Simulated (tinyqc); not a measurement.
# Worked calculation: surface potential of a MOS transistor: implicit equation and explicit approximations

Computed by the program tinyqc: `OMP_NUM_THREADS=1 python tinyqc.py 2122217 2122218 out.jsonl`, one thread of a shared Intel Xeon 2.30GHz, about 0.01 s for the whole run. Printed values are rounded.

p-type body, charge-sheet picture, depletion and inversion only, full ionisation (an idealisation for deep acceptors), Boltzmann statistics (rough once Na exp(x - xn) passes about Nc/7). In units of Vt: xg = (Vg - Vfb)/Vt, x = psi/Vt, G = gamma/sqrt(Vt), xn = (2 phiF + Vc)/Vt. The implicit equation is (xg - x)^2 = G^2 [x - 1 + exp(x - xn)] for x above about 3. Cox = eps0 eox/tox.

Values chosen for this exercise; band and dielectric values close to those of silicon:

| symbol | value | unit | meaning |
|---|---|---|---|
| T | 350 | K | temperature |
| Eg | 1.11 | eV | band gap |
| eps_r | 11.8 |  | relative permittivity |
| Nc | 3.47e19 | cm^-3 | conduction-band density of states at T |
| Nv | 3.35e19 | cm^-3 | valence-band density of states at T |
| eox | 7.32 |  | relative permittivity of the gate insulator (close to silicon nitride) |
| tox | 12 | nm | insulator thickness |
| Na | 1.5e17 | cm^-3 | acceptor density |
| Vfb | -0.58 | V | flat-band voltage |
| Vc | 0.5 | V | channel-body voltage |
| Vg | 1.97 | V | gate-body voltage |

Constants: q = 1.602176634e-19 C, kB = 1.380649e-23 J/K, Vt = kB T/q, eps0 = 8.8541878128e-14 F/cm where lengths are in cm. Results are converted to the units shown.

Range of the model: The electron quasi-Fermi level lies less than 2 Vt below the band edge at the surface, or above it, where degeneracy and confinement, left out, matter.

## Scales

ni = sqrt(Nc Nv) exp(-Eg/(2 Vt)), Eg in volts; phiF = Vt ln(Na/ni); gamma = sqrt(2 q eps0 eps_r Na)/Cox; VT = Vfb + Vt (xn + G sqrt(xn - 1)).

phiF = 0.3913403 V
gamma = 0.4149088 V^0.5
G = 2.389088
xn = 42.52826
VT = 1.167030 V
xg = 84.54720

## Explicit approximation

Depletion value a = 1 + [sqrt(G^2/4 + xg - 1) - G/2]^2; inversion value b = xn + ln[(xg - xn)^2/G^2 - xn + 1] and first guess y = min(a, b) - ln(1 + exp(-|a - b|)) if a > xn + 1, else b = y = a; one second-order correction with D = exp(y - xn), p = 2 (xg - y) + G^2 (1 + D), w = (xg - y)^2 - G^2 (y - 1 + D): z = y + 2 w/(p + sqrt(p^2 - 2 (2 - G^2 D) w)), or the Newton step z = y + w/p where the root is not real.

a = 65.37812
b = 48.11852
y = 48.11852
p = 1607.124
w = -470.4502
z = 47.76715

The root of the implicit equation is x = 47.7759; y misses it by 0.34 and z by -0.0087, in units of Vt.

## Starting value

x = y rounded to two decimals.

x at the start = 48.12

## Iteration 1: new x

D = exp(x - xn), f = (xg - x)^2 - G^2 (x - 1 + D), f' = -2 (xg - x) - G^2 (1 + D), x(new) = x - f/f'.

D = 268.2024
f = -472.8374
f' = -1609.392
x after iteration 1 = 47.82620

## Iteration 2: new x

As before.

D = 199.9251
f = -59.96087
f' = -1220.271
x after iteration 2 = 47.77706

## Course of the iteration

Stop when the step is below 1e-11, or after 60 iterations.

Course of the iteration:
```
iteration	x before the step	step
1	48.12	-0.294
2	47.82620	-0.0491
3	47.77706	-1.16e-3
4	47.77590	-6.27e-7
5	47.77590	-1.78e-13
```

Converged in 5 iterations.

## Potential, charges and gate control

converged x = 47.77590

psi = Vt x; N_dep = Cox Vt G sqrt(x - 1)/q; N_inv = (Cox Vt G/q) [sqrt(x - 1 + exp(x - xn)) - sqrt(x - 1)]; dpsi/dVg = 1/[1 + G^2 (1 + exp(x - xn))/(2 (xg - x))].

psi = 1.440953 V
N_dep = 1.661316e12 cm^-2
N_inv = 2.0774e12 cm^-2
dpsi/dVg = 0.06315954

psi lies 5.2 Vt above 2 phiF + Vc.
